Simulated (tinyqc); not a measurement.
Correlation length: interface roughness in a thin film (subband fluctuation and scattering).

Square well of width t, barriers V0, c = hbar^2/2m0: E1 solves k t + 2 atan[(k/mz)/(kappa/mb)] = pi, k = sqrt(mz E/c), kappa = sqrt(mb (V0 - E)/c). One interface is rough, so the subband edge fluctuates by G dt with G = |dE1/dt| (central difference of 0.01 angstrom; 2 E1/t for hard walls).

Gaussian roughness spectrum S(q) = pi D^2 Lc^2 exp(-q^2 Lc^2/4). Degenerate gas, taken to fill one subband (the second starts to fill once c kF^2/md exceeds E2 - E1, which is not tested here): kF = sqrt(2 pi Ns/gv), q = 2 kF sin(theta/2), 1/tau = (md/(2 pi c hbar)) G^2 times the integral from 0 to pi of S(q)(1 - cos theta)/eps(q)^2 dtheta, eps(q) = 1 + qs/q with screening (qs = gv md q0/(c eps), q0 = e^2/(4 pi eps0), form factors left out, which overstates the screening; other scattering is left out too, so these values lie far above measured mobilities in all but the thinnest films) or 1 without; mobility = tau c2/md with c2 = e/m0 = 1.75882e15 cm^2/(V s^2); 1e12/cm^2 = 1e-4/angstrom^2.

Constants: hbar^2/2m0 = 3.80998211 eV angstrom^2; hbar = 6.58211957e-16 eV s; e^2/(4 pi eps0) = 14.39964547 eV angstrom.

Values chosen for the exercise (near those of a thin Si channel on (100), two-fold valleys; shifted at random, so the results belong to these values and not to a real crystal):

| symbol | value | unit | meaning |
|---|---|---|---|
| t | 36 | angstrom | film thickness |
| mz | 0.928 | m0 | confinement mass |
| V0 | 3.13 | eV | barrier |
| mb | 0.53 | m0 | barrier mass |
| md | 0.185 | m0 | mass in the plane |
| gv | 2 |  | valleys |
| D | 2.4 | angstrom | rms height of the roughness |
| Ns | 1.5 | x 1e12/cm^2 | sheet density |
| eps | 8.1 |  | mean dielectric constant at the channel |
| Ll | (5, 10, 16, 25, 40, 65, 100) | angstrom | correlation lengths |

Fixed D; bare and screened mobility.

Results:

| Lc (angstrom) | kF Lc | bare mobility (cm^2/(V s)) | screened mobility (cm^2/(V s)) |
|---|---|---|---|
| 5 | 0.11 | 2.53e+05 | 8.03e+06 |
| 10 | 0.22 | 6.49e+04 | 2.07e+06 |
| 16 | 0.35 | 2.68e+04 | 8.57e+05 |
| 40 | 0.87 | 6.76e+03 | 2.29e+05 |
| 65 | 1.41 | 5.72e+03 | 2.22e+05 |
| 100 | 2.17 | 8.91e+03 | 5.31e+05 |

Give the missing row, Lc (angstrom) = 25.

Computed row:
```
Lc (angstrom)  kF Lc  bare mobility (cm^2/(V s))  screened mobility (cm^2/(V s))
25              0.54                    1.25e+04                        4.05e+05
```

The bare mobility is lowest at Lc = 65 angstrom of those listed (kF Lc = 1.41). The screened mobility is lowest at Lc = 65 angstrom of those listed (kF Lc = 1.41). Short roughness averages out (mobility as 1/Lc^2; the first two rows give exponent -1.96), and long roughness deflects only by small angles (bare mobility rising as Lc; the last two rows give 1.03).

(tinyqc, `OMP_NUM_THREADS=1 python tinyqc.py 1280213 1280214 out.jsonl`, Intel(R) Xeon(R) Processor @ 2.30GHz, 1 thread, shared host, about 0.01 s.)
